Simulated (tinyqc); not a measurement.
Plane-wave Kohn-Sham cycle with exchange-only LDA in a layered model solid, step by step. One step of it, computed by the program tinyqc.

Task: Iteration 1: Hamiltonian at one k. H(m,m') = (k + G_m)^2/2 delta + V(G_m - G_m'), with V(-G) = V(G).

A solid whose potential varies along x alone (atomic units):
```
parameter,value
period a,12.000000
cross-section of the cell,39.000000
electrons per cell,4
grid points,16
"plane waves -n..n, n",3
k points,2
V1 in V1 cos(2 pi x/a),-0.680000
```

V(G_m), m = 0, 1, 2, ... (hartree): -0.201339  -0.340000  0.000000  0.000000  0.000000  0.000000  0.000000

k = 0.250000 2 pi / a

Give: H.

Result:

H (hartree):
```
,-3,-2,-1,+0,+1,+2,+3
-3,0.8353,-0.3400,0.0000,0.0000,0.0000,0.0000,0.0000
-2,-0.3400,0.2185,-0.3400,0.0000,0.0000,0.0000,0.0000
-1,0.0000,-0.3400,-0.1242,-0.3400,0.0000,0.0000,0.0000
+0,0.0000,0.0000,-0.3400,-0.1928,-0.3400,0.0000,0.0000
+1,0.0000,0.0000,0.0000,-0.3400,0.0128,-0.3400,0.0000
+2,0.0000,0.0000,0.0000,0.0000,-0.3400,0.4926,-0.3400
+3,0.0000,0.0000,0.0000,0.0000,0.0000,-0.3400,1.2465
```
